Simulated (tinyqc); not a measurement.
# Electroplating on a thin resistive seed layer: kinetics, Wagner number and the terminal effect across a wafer, step by step

A worked calculation. Computed by tinyqc, a small Python program that keeps every step. Command: `OMP_NUM_THREADS=1 python tinyqc.py 3120542 3120543 out.jsonl terminal walk`. One thread of a shared host (Intel(R) Xeon(R) Processor @ 2.30GHz), about 0.02 s of CPU time with the checks. Intermediate numbers are printed to about 7 digits and carried at full precision; extremes and crossings named in words are read from the listed rows.

Current enters the seed at the rim. The bath is treated as a local resistance per area (no lateral flow in the liquid), two electrons per ion, molar volume 7.11 cm^3/mol, Faraday constant F = e N_A, kinematic viscosity 0.01 cm^2/s, omega = 2 pi x rpm/60; k_B T/e is in volts.

Inputs (values chosen for the exercise, of the order of those for copper plating on a thin cobalt or ruthenium seed): wafer radius R = 10 cm; seed thickness t = 25 nm; seed resistivity = 5.9 microohm cm; bath conductivity kappa = 0.23 S/cm; gap to the anode h = 8.9 cm; extra resistance of a porous plate = 0 ohm cm^2; exchange current density i_0 = 0.78 mA/cm^2; cathodic transfer coefficient alpha = 0.61; mean current density = 5.1 mA/cm^2; diffusivity of the metal ion = 6.5e-06 cm^2/s; metal ion concentration = 0.75 mol/L; rotation rate = 60 rpm; temperature T = 298 K.

Constants: e = 1.602176634e-19 C; N_A = 6.02214076e+23 1/mol; k_B = 8.617333262e-05 eV/K.

## Rate, limit and resistances

Growth rate = i V_m/(2 F). Levich limit i_L = 0.62 x 2 F D^(2/3) omega^(1/2) nu^(-1/6) c. Tafel overpotential eta = (k_B T/(alpha e)) ln(i/i_0); kinetic resistance k_B T/(alpha e i); bath resistance h/kappa + plate; R_s = resistivity/t; Wagner number = kinetic resistance x kappa/R.

growth rate = 112.7456 nm/min

limiting current i_L = 168.7756 mA/cm^2

overpotential = 79.04710 mV

kinetic resistance = 8.254469 ohm cm^2

bath resistance R_b = 38.69565 ohm cm^2

sheet resistance R_s = 2.36 ohm/square

Wagner number = 0.1898528

## Linear estimate of the terminal effect

Linearised: with R_t = kinetic + bath resistance the current density obeys (1/r)(r i')' = i R_s/R_t, so i = A I_0(r/l), l = sqrt(R_t/R_s); with x = R/l, edge/centre = I_0(x) and edge/mean = x I_0(x)/(2 I_1(x)). Voltage drop in the seed for a uniform current: i R_s R^2/4.

length l = 4.460282 cm

x = R/l = 2.242011

edge over centre, linear = 2.711126

edge over mean, linear = 1.527732

drop for uniform current = 300.9 mV

## Current distribution

Full model: seed potential phi(r) with (1/r)(r phi')' = R_s i, where i solves phi = R_b i + (k_B T/(alpha e)) ln(i/i_0) (phi being the driving voltage left at r); phi'(0) = 0 and phi'(R) = R_s i_mean R/2. Solved by collocation to a tolerance of 1e-7.

Across the wafer:
```
r/R   i (mA/cm^2)    i/mean  i/mean, linear
0.00     2.937966  0.576072        0.563504
0.20     3.070984  0.602154        0.592188
0.40     3.497825  0.685848        0.682629
0.60     4.307315  0.844572        0.848754
0.75     5.262365  1.031836        1.037997
0.90     6.633771  1.300739        1.300653
1.00     7.854003  1.540001        1.527732
```

edge over centre, full model = 2.673279

The full model gives 2.67 against 2.71 from the linear form.

## As the film thickens, and with more bath resistance

The film is taken as uniform, with the seed resistivity; the last column adds 100 ohm cm^2 to R_b. Extra power of that plate = i^2 x 100 ohm cm^2 x area.

Edge over centre:
```
thickness (nm)  R_s (ohm/square)  as given  with 100 ohm cm^2 more
25.0                    2.360000  2.673279                1.443241
37.5                    1.573333  2.019758                1.286000
50.0                    1.180000  1.729779                1.211002
75.0                    0.786667  1.463563                1.138363
125.0                   0.472000  1.267297                1.081923
250.0                   0.236000  1.129635                1.040554
500.0                   0.118000  1.063822                1.020176
```

extra power = 0.8171282 W

The ratio falls below 1.1 from 500 nm on as given, and from 125 nm on with the added resistance: what counts is R_s R^2 against the sum of kinetic and bath resistance.

Checks made by the program: mean of the distribution (relative difference 1e-07).
